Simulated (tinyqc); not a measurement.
# Zener tunnelling in a reverse-biased junction, two-band WKB: current against reverse bias

Abrupt p-n junction, depletion approximation. Energies E are counted from the conduction-band edge of the neutral n side; its Fermi level lies at dn, that of the p side at dn - V, and the valence-band edge of the neutral p side at Em = dn + dp - V. Tunnelling needs 0 < E < Em. Two-band dispersion with equal masses m: inside the gap kappa = sqrt(m u (1 - u/Eg)/C), u the distance from a band edge, C = hbar^2/(2 m0).

Nd = Nc F12(dn/Vt), Na = Nv F12(dp/Vt), F12(x) = (2/sqrt(pi)) int_0^infinity sqrt(u)/(1 + exp(u - x)) du; dn = EF - Ec on the n side, dp = Ev - EF on the p side (negative outside the bands); Vbi = Eg + dn + dp. W = sqrt(2 eps0 eps_r (Vbi - V)(1/Na + 1/Nd)/q), mean field F = (Vbi - V)/W, peak field 2 F. In a uniform field F the exponent is S = pi sqrt(m/C) Eg^1.5/(4 F). Transverse energy Et = C kt^2/m raises it to S (1 + 4 Et/Eg), so T = exp(-S) exp(-Et/Eb) with Eb = Eg/(4 S). KJ = (2 q^2/h) m/(4 pi C) (times 1e14 for A/cm^2 per eV^2). J = KJ exp(-S) Eb times the integral from 0 to Em of [f(E - dn) - f(E - dn + V)] [1 - exp(-min(E, Em - E)/Eb)] dE, f(x) = 1/(1 + exp(x/Vt)), with S and Eb from the mean field; J > 0 flows from p to n.

Values chosen for this exercise; band and dielectric values close to those of indium arsenide: temperature T = 350 K; band gap Eg = 0.349 eV; relative permittivity eps_r = 15.3; conduction-band density of states at 350 K Nc = 1.11e17 cm^-3; valence-band density of states at 350 K Nv = 8.37e18 cm^-3; band-edge mass of the two-band model m = 0.025 m0; acceptor density Na = 3.3e19 cm^-3; donor density Nd = 9.1e17 cm^-3.

Constants: q = 1.602176634e-19 C, kB = 1.380649e-23 J/K, hbar = 1.054571817e-34 J s, h = 6.62607015e-34 J s, m0 = 9.1093837015e-31 kg, Vt = kB T/q, eps0 = 8.8541878128e-14 F/cm where lengths are in cm, hbar^2/(2 m0) = 0.0380998212 eV nm^2. Results are converted to the units shown.

Current against reverse bias:
```
V (V),mean field (MV/cm),S,J (A/cm^2)
-0.1,0.1878,6.986,-450.7
-0.29,0.2126,6.170,-3424
-0.47,0.2337,5.612,-1.070e4
-0.66,0.2541,5.162,-2.569e4
-0.85,0.2730,4.805,-5.085e4
-1.04,0.2907,4.513,-8.876e4
-1.23,0.3073,4.269,-1.418e5
-1.41,0.3223,4.070,-2.079e5
-1.6,0.3373,3.888,-2.964e5
```

What does the table show?

|J| grows from 451 to 2.96e5 A/cm^2, a factor of 658. Of that, exp(-S) gives 22.2 (S falls from 6.99 to 3.89 as the field grows with the square root of Vbi - V); the rest, 29.7, comes from the wider energy window and from Eb. Where S is below about 4, a WKB prefactor of 1 is a rough guess.

Range of the model: Parabolic densities of states, no band tails and no gap narrowing, all of which matter at such doping.

Numbers from tinyqc (`OMP_NUM_THREADS=1 python tinyqc.py 2620077 2620078 out.jsonl`; about 0.01 s on one thread of a shared Intel Xeon 2.30GHz).
